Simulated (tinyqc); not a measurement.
# Haynes-Shockley experiment: what a collector records, against the lifetime

A sheet injected at x = 0, t = 0 gives at x = L the signal n(t) = N0 exp(-t/tau - (L - v t)^2/(4 D t))/sqrt(4 pi D t), D = mu Vt, v = mu F. Its peak lies at tp = [-D + sqrt(D^2 + u^2 L^2)]/u^2, u^2 = v^2 + 4 D/tau; dt is the full width at half height. Simple readings: mobility L/(F tp), diffusion coefficient (L dt/tp)^2/(16 ln 2 tp). Area v times the integral of n over N0: (v/u) exp(L (v - u)/(2 D)).

Parameters, values chosen for the exercise: temperature T = 300 K; minority-carrier mobility mu = 471 cm^2/(V s); sweep field along the drift F = 19 V/cm; distance from injector to collector L = 31 um.

Constants: q = 1.602176634e-19 C, kB = 1.380649e-23 J/K, Vt = kB T/q. Results are converted to the units shown.

The same in every row: L/v (us) = 0.3464.

Results:

| tau (s) | tp (us) | dt (us) | apparent mobility (cm^2/(V s)) | apparent D (cm^2/s) | area | exp(-L/(v tau)) |
|---|---|---|---|---|---|---|
| 4e-8 | 0.07718 | 0.08822 | 2114 | 14.67 | 0.007914 | 1.734e-4 |
| 1e-7 | 0.1105 | 0.1584 | 1477 | 16.14 | 0.05664 | 0.03130 |
| 2e-7 | 0.1388 | 0.2335 | 1176 | 17.68 | 0.1574 | 0.1769 |
| 5e-7 | 0.1740 | 0.3495 | 937.8 | 20.10 | 0.3849 | 0.5002 |
| 1e-6 | 0.1945 | 0.4310 | 838.8 | 21.87 | 0.5810 | 0.7072 |
| 3e-6 | 0.2138 | 0.5188 | 763.1 | 23.87 | 0.8167 | 0.8909 |
| 1e-5 | 0.2223 | 0.5613 | 734.1 | 24.87 | 0.9383 | 0.9660 |

Estimate the missing row, tau = 6e-6 s.

Computed row:

| tau (s) | tp (us) | dt (us) | apparent mobility (cm^2/(V s)) | apparent D (cm^2/s) | area | exp(-L/(v tau)) |
|---|---|---|---|---|---|---|
| 6e-6 | 0.2197 | 0.5483 | 742.5 | 24.56 | 0.9007 | 0.9439 |

With this row back in the table: True values: mu = 471 cm^2/(V s), D = 12.2 cm^2/s. The apparent mobility is 4.49 times the true one in the first row and 56 % above it in the last, and the apparent D 20 % above and 2.04 times D. The peak always comes before L/v, since spreading and decay both weigh down the later part of the signal; the shift is 78 % and 36 % in these rows.

tinyqc, about 0.01 s, one thread, Intel Xeon 2.30GHz (shared host): `OMP_NUM_THREADS=1 python tinyqc.py 2310116 2310117 out.jsonl`
